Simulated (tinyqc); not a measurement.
From results back to parameters: polytypes by hexagonality, and a cubic inclusion as a quantum well. Five cases, with inputs chosen for the exercise.

Problem. A square well of depth V with masses m_w inside and m_b outside (first and second entry of m) binds its lowest level at the given depth below the barrier: k tan(k L/2) = (m_w/m_b) q, k = sqrt(m_w E/c), q = sqrt(m_b (V - E)/c), c = hbar^2/2m0. How many double layers wide is it?

Constants: hbar^2/2m0 = 3.80998211 eV angstrom^2.

Find: k; q; L; N.

Method. L = (2/k) arctan((m_w/m_b) q/k), and N = L/d.

Case 1.

Values chosen (out of a larger set: of the order of those of SiC; not measured data): m = (0.293, 0.334) m0 (electron mass along c in the cubic layer and in the host); d = 2.516 angstrom (thickness of a double layer).

V = 0.97150 eV
depth V - E = 0.47263 eV

Solution.

k = 0.1959 1/angstrom
q = 0.2036 1/angstrom
L = 7.55 angstrom
N = 3.0

Case 2.

Values chosen (out of a larger set: of the order of those of GaN; not measured data): m = (0.207, 0.198) m0 (electron mass along c in the cubic layer and in the host); d = 2.587 angstrom (thickness of a double layer).

V = 0.22700 eV
depth V - E = 0.06974 eV

Solution.

k = 0.0924 1/angstrom
q = 0.0602 1/angstrom
L = 12.94 angstrom
N = 5.0

Case 3.

Values chosen (out of a larger set: of the order of those of SiC; not measured data): m = (0.293, 0.322) m0 (electron mass along c in the cubic layer and in the host); d = 2.519 angstrom (thickness of a double layer).

V = 0.74600 eV
depth V - E = 0.19621 eV

Solution.

k = 0.2056 1/angstrom
q = 0.1288 1/angstrom
L = 5.04 angstrom
N = 2.0

Case 4.

Values chosen (out of a larger set: of the order of those of InP; not measured data): m = (0.085, 0.074) m0 (electron mass along c in the cubic layer and in the host); d = 3.395 angstrom (thickness of a double layer).

V = 0.11800 eV
depth V - E = 0.02181 eV

Solution.

k = 0.0463 1/angstrom
q = 0.0206 1/angstrom
L = 20.37 angstrom
N = 6.0

Case 5.

Values chosen (out of a larger set: of the order of those of InP; not measured data): m = (0.079, 0.076) m0 (electron mass along c in the cubic layer and in the host); d = 3.381 angstrom (thickness of a double layer).

V = 0.13700 eV
depth V - E = 0.02846 eV

Solution.

k = 0.0474 1/angstrom
q = 0.0238 1/angstrom
L = 20.29 angstrom
N = 6.0

Computed by tinyqc, one run a case: `OMP_NUM_THREADS=1 python tinyqc.py N N+1 out.jsonl` with N = 1850228, 1850243, 1850270, 1850281, 1850293; one thread of a shared Intel(R) Xeon(R) Processor @ 2.30GHz, about 0.09 s a run at most.
